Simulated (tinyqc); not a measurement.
What moves the results: cylindrical quantum wire. A value that a table varies takes the place of the one given here.

A cylinder of radius R, isotropic masses, c = hbar^2/2m0, k = sqrt(mw E/c), kappa = sqrt(mb (V0 - E)/c). State (n, m) is J_m(k r) inside and K_m(kappa r) outside; psi and psi'/m are continuous: (k/mw) J_m'(kR)/J_m(kR) = (kappa/mb) K_m'(kappa R)/K_m(kappa R).

With hard walls E = c (x/R)^2/mw, x a zero of J_m: (1,0) 2.404826; (2,0) 5.520078; (1,1) 3.831706; (2,1) 7.015587; (1,2) 5.135622; (2,2) 8.417244; (1,3) 6.380162; (2,3) 9.761023.

Constants: hbar^2/2m0 = 3.80998211 eV angstrom^2.

Values chosen for the exercise (near those of a non-polar GaN wire in AlN; not measured data):
```
symbol  value                         unit      meaning
V0      1.837                         eV        barrier height
mw      0.203                         m0        mass inside
mb      0.318                         m0        mass outside
Rs      (12, 14, 17, 22, 29, 37, 51)  angstrom  radii
R       17                            angstrom  radius
```

## Radius

The two lowest states against R; a dash marks an unbound state.

Levels (eV):
```
R (angstrom),"(1,0)","(1,1)","(1,0), hard walls",flat well of width 2R
12,0.4131,1.0375,0.7538,0.1810
14,0.3284,0.8290,0.5538,0.1430
17,0.2426,0.6145,0.3756,0.1050
22,0.1591,0.4036,0.2243,0.0685
29,0.0991,0.2516,0.1291,0.0425
37,0.0643,0.1633,0.0793,0.0275
51,0.0358,0.0909,0.0417,0.0153
```

What does this show?

The lowest state is bound at every radius listed. (1,1) is bound at every radius listed. At the largest radius the level is 0.86 of the hard-wall value and 2.34 times that of the flat well (the hard-wall ratio is 2.34); the exponent d ln E/d ln R between the last two radii is -1.83. Levels above about 0.3 eV lie beyond the range of a parabolic mass.

## Shape and dimension

Lowest level with hard walls: film c (pi/2R)^2/mw, cylinder c (2.404826/R)^2/mw, sphere c (pi/R)^2/mw, square or cube of side a: 2 or 3 times c (pi/a)^2/mw; c = hbar^2/2m0. Finite barriers V0 with outer mass mb and psi, psi'/m continuous for film, cylinder and sphere (not separable for the square and the cube: dash).

Lowest level (eV):
```
shape,hard walls,finite barrier
"film, width 2R",0.1602,0.1050
"cylinder, radius R",0.3756,0.2426
square wire of equal area,0.4080,-
"sphere, radius R",0.6410,0.4075
cube of equal volume,0.7400,-
```

How do the results move?

With hard walls the levels of film, cylinder and sphere stand as 1 : 2.34 : 4.00; with the finite barrier as 1 : 2.31 : 3.88. The square lies 8.6 % above the circle of equal area and the cube 15.5 % above the sphere of equal volume: round shapes give the lowest level for a given size.

## What each parameter does

The lowest level (1,0) and its distance to V0. Each row changes one parameter from the base and keeps the others.

Results:
```
case,E (eV),V0 - E (eV),k R
base,0.2426,1.5944,1.9328
R = 15 angstrom,0.2953,1.5417,1.8817
V0 = 2.204 eV,0.2514,1.9526,1.9674
mw = 0.1827 m0,0.2578,1.5792,1.8903
mb = 0.3975 m0,0.2315,1.6055,1.8879
```

What can be read from the table?

The largest shifts from the base row, up to three for each result and ties (the steps differ in size, so this ranks the rows, not the parameters). E (eV): R +0.0527, mw +0.0152, mb -0.0111. V0 - E (eV): V0 +0.3582, R -0.0527, mw -0.0152. k R: R -0.0511, mb -0.0448, mw -0.0425.

(tinyqc, `OMP_NUM_THREADS=1 python tinyqc.py 1280728 1280729 out.jsonl`, Intel(R) Xeon(R) Processor @ 2.30GHz, 1 thread, shared host, about 0.03 s.)
